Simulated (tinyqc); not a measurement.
Deformation potentials from a strained empirical pseudopotential: sweeps and comparisons. A value that a table varies takes the place of the one given here.

Diamond lattice, no spin-orbit coupling. Atomic form factor V(q) = a1 (q^2 - a2)/(a3 exp(a4 q^2) - 1) in rydberg with q in 1/bohr, for the unstrained cell. Under a strain e the reciprocal vectors and k go over into (1 + e)^(-1) G, the atoms sit at +/- tau with tau = (1 + e) a (1,1,1)/8 - zeta a (eyz, ezx, exy)/4, and H(G,G') = c |k + G|^2 delta + (V(q)/det(1 + e)) cos(q.tau), q = G - G', with the term q = 0 left out; c = hbar^2/2m0. The basis is fixed before straining: all G with |k + G|^2 up to 16 (2 pi/a)^2. k is given in units of 2 pi/a of the unstrained cell.

Constants: hbar^2/2m0 = 3.80998211 eV angstrom^2; Ry = 13.60569312 eV; a0 (Bohr radius) = 0.5291772105 angstrom.

Values chosen for the exercise (near those of Si; shifted at random, so the results belong to these values and not to a real crystal):
```
symbol  value                        unit      meaning
a       5.428                        angstrom  lattice constant
A       (0.534, 2.177, 2.032, 0.49)            a1 (Ry bohr^2), a2 (1/bohr^2), a3, a4 (bohr^2)
h       0.005                                  size of the test strain
kD      0.82                         2 pi/a    position of the Delta minimum
a1      0.534
a2      2.177
a3      2.032
a4      0.49
```

## The internal displacement

Xu of L (level 5, the lowest empty one) and d from exy = eyz = ezx = h for several zeta: Xu = [E(L [111]) - E(L [1-1-1])]/((8/3) h), d = (single valence level - pair)/(3 sqrt(3) h). zeta = 0 strains the bonds with the lattice; zeta = 1 keeps all four bond lengths equal to first order.

Results:
```
zeta  Xu (L) (eV)  d (eV)
0.00        11.14    0.58
0.25        11.49   -1.72
0.50        11.85   -4.01
0.60        12.00   -4.93
0.75        12.24   -6.31
1.00        12.64   -8.60
```

How do the results move?

From zeta = 0 to 1, d goes from 0.58 to -8.60 eV and Xu (L) from 11.14 to 12.64 eV, both nearly linearly: the displacement is an optical-phonon mode, and d = d(0) - zeta d0/4 gives its deformation potential d0 = 37 eV. Leaving the relaxation out (zeta = 0 for 0.5) moves d by +4.60 eV, which reverses its sign, and Xu (L) by -0.71 eV. Tetragonal strain has no such freedom.

## Size of the test strain

e = diag(-h/2, -h/2, h). Xu = [E(Delta z) - E(Delta x)]/(1.5 h) at fixed kD, b = [E(Z) - E(X, Y)]/(4.5 h); one-sided from +h alone, central from +h and -h.

Results (eV):
```
h       Xu one-sided  Xu central  b one-sided  b central
0.0010         7.992       7.997       -3.294     -3.290
0.0025         7.984       7.997       -3.300     -3.290
0.0050         7.972       7.997       -3.310     -3.290
0.0100         7.947       7.999       -3.331     -3.290
0.0200         7.900       8.003       -3.372     -3.291
0.0300         7.856       8.010       -3.414     -3.292
```

How do the results move?

From h = 0.001 to 0.03 the one-sided Xu drifts by -0.136 eV and the central one by +0.012 eV; for b the drifts are -0.120 and -0.002 eV. The central difference cancels the term of second order in the strain, so its error goes as h^2. At h = 0.02 the linear law errs by 1.2 % for the valley splitting and 2.5 % for the valence splitting.

## What each parameter of the potential does

Gaps from the valence top to level 8 at Gamma and level 5 at (kD,0,0) and L, and their deformation potentials [E(+h) - E(-h)]/(3 ln((1 + h)/(1 - h))) for e = +/- h 1, h = 0.002. The row for the lattice constant keeps V(q) without the volume factor, so it is not a strain. Each row changes one parameter from the base and keeps the others.

Results:
```
case                Gamma (eV)  Delta (eV)  L (eV)  potential Gamma (eV)  potential Delta (eV)  potential L (eV)
base                     4.173       1.096   2.025                 -8.74                  2.75             -1.85
a = 5.374 angstrom       4.291       0.795   1.921                 -8.43                  3.05             -1.68
a1 = 0.529               4.129       1.028   1.975                 -8.67                  2.75             -1.84
a2 = 2.155               4.286       1.020   2.027                 -8.67                  2.80             -1.82
a3 = 2.052               4.126       1.005   1.962                 -8.65                  2.74             -1.85
a4 = 0.485               4.268       1.183   2.101                 -8.91                  2.67             -1.93
```

How do the results move?

The largest shifts from the base row, up to three for each result and ties (the steps differ in size, so this ranks the rows, not the parameters). Gamma (eV): a +0.118, a2 +0.114, a4 +0.096. Delta (eV): a -0.300, a3 -0.091, a4 +0.087. L (eV): a -0.103, a4 +0.077, a3 -0.063. potential Gamma (eV): a +0.31, a4 -0.17, a3 +0.09. potential Delta (eV): a +0.30, a4 -0.08, a2 +0.05; unchanged at the printed digits by a1. potential L (eV): a +0.17, a4 -0.08, a2 +0.03; unchanged at the printed digits by a3.

Run: tinyqc, `OMP_NUM_THREADS=1 python tinyqc.py 1850152 1850153 out.jsonl`; Intel(R) Xeon(R) Processor @ 2.30GHz, one thread, shared host; about 0.2 s of CPU time with all checks.
